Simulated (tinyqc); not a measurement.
Internal photoemission over an interface barrier: one step of the calculation.

Electrons are excited from the valence band of a semiconductor over the barrier Phi(F) = P0 - sqrt(q F/(4 pi eps0 ei)), whose top lies at xm = sqrt(q/(16 pi eps0 ei F)). The yield is Y = A (hv - Phi)^p exp(-xm/l), with A = 1 here.

Problem. Threshold from a spectrum. The yields were made at this field with a scatter of 2 %. Fit Y^(1/n) on hv by least squares for n = 2 and n = 3; the zero of the line is the threshold.

```
point	hv (eV)	Y
0	3.89	0.002875
1	4.02	0.01869
2	4.15	0.05812
3	4.28	0.1311
4	4.41	0.2567
5	4.54	0.4334
```

Find: Y^(1/2); Y^(1/3); threshold for n = 2; threshold for n = 3.

Solution.

```
point	Y^(1/2)	Y^(1/3)
0	0.053619	0.14219
1	0.13671	0.26538
2	0.24108	0.38735
3	0.36208	0.50800
4	0.50666	0.63554
5	0.65833	0.75677
```

threshold for n = 2 = 3.8659 eV
threshold for n = 3 = 3.7401 eV

Computed by the program tinyqc: `OMP_NUM_THREADS=1 python tinyqc.py 2410122 2410123 out.jsonl`, one thread of a shared Intel Xeon 2.30GHz, about 0.01 s for the whole run.
